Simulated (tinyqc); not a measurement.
Changing the pumping speed S: Berg model of reactive sputtering of a nitride or oxide: poisoning, hysteresis and pumping speed. Computed by tinyqc, a small Python program. Command: `OMP_NUM_THREADS=1 python tinyqc.py 3023460 3023461 out.jsonl berg sweep`. One thread of a shared host (Intel(R) Xeon(R) Processor @ 2.30GHz), about 0.06 s of CPU time with the checks.

A diatomic gas reacts with bare metal on the target and on the collecting surfaces; ions remove metal and compound from the target. theta_t and theta_c are the compound fractions.

Inputs (values chosen for the exercise, close to those used for titanium dioxide):

| quantity | value | unit |
|---|---|---|
| ion current density J | 18 | mA/cm^2 |
| target area A_t | 180 | cm^2 |
| collecting area A_c | 4700 | cm^2 |
| metal yield Y_m | 0.54 | - |
| compound yield Y_c | 0.037 | - |
| sticking coefficient alpha | 0.25 | - |
| reactive atoms per metal atom z | 2 | - |
| gas mass M | 32 | u |
| gas temperature T | 300 | K |
| reactive partial pressure P | 0.045 | Pa |

Constants: e = 1.602176634e-19 C; u = 1.6605390666e-27 kg; k_B = 1.380649e-23 J/K.

Method:
- Ion flux j = J/e; gas flux F = P/sqrt(2 pi M k_B T). Target: (2/z) alpha F (1 - theta_t) = j Y_c theta_t. Sputtered flows F_c = j Y_c theta_t A_t, F_m = j Y_m (1 - theta_t) A_t. Collector: (2/z) alpha F (1 - theta_c) A_c + F_c (1 - theta_c) = F_m theta_c. Gas use Q = alpha F [(1 - theta_t) A_t + (1 - theta_c) A_c] + P S/(k_B T); 1 sccm = 4.4780e17 molecules/s. Rate R = F_m + F_c, given relative to j Y_m A_t.
- P is a single-valued function of the flow Q only if dQ/dP > 0 everywhere: S must exceed k_B T times the steepest fall of the surface terms with P.
- Turning points solve dQ/dP = 0; a jump keeps Q fixed; the width of the loop is the difference of the two turning flows.

One run for each value:

| pumping speed S (l/s) | width of the loop (sccm) | total flow Q (sccm) |
|---|---|---|
| 10 | 7.0061 | 4.617 |
| 18 | 6.4620 | 4.811 |
| 32 | 5.7730 | 5.151 |
| 58 | 4.8636 | 5.782 |
| 110 | 3.6295 | 7.043 |
| 190 | 2.3721 | 8.984 |
| 340 | 0.9346 | 12.624 |

What does the table show, and why?

Over the rows, width of the loop (sccm) falls from 7.01 to 0.935 (exponent d ln y / d ln x -0.14 between the first rows and -1.6 between the last); total flow Q (sccm) rises from 4.62 to 12.6 (exponent d ln y / d ln x 0.070 between the first rows and 0.58 between the last). The pump term P S/(k_B T) tilts the flow curve upwards; the loop narrows and vanishes at the critical speed, beyond which no width is defined. Left out: 620, 1100, 2000 (a listed quantity is not defined there).

Caution (rows 10.0, 18.0, 32.0, 58.0): here dQ/dP is negative, a branch that flow control cannot hold.
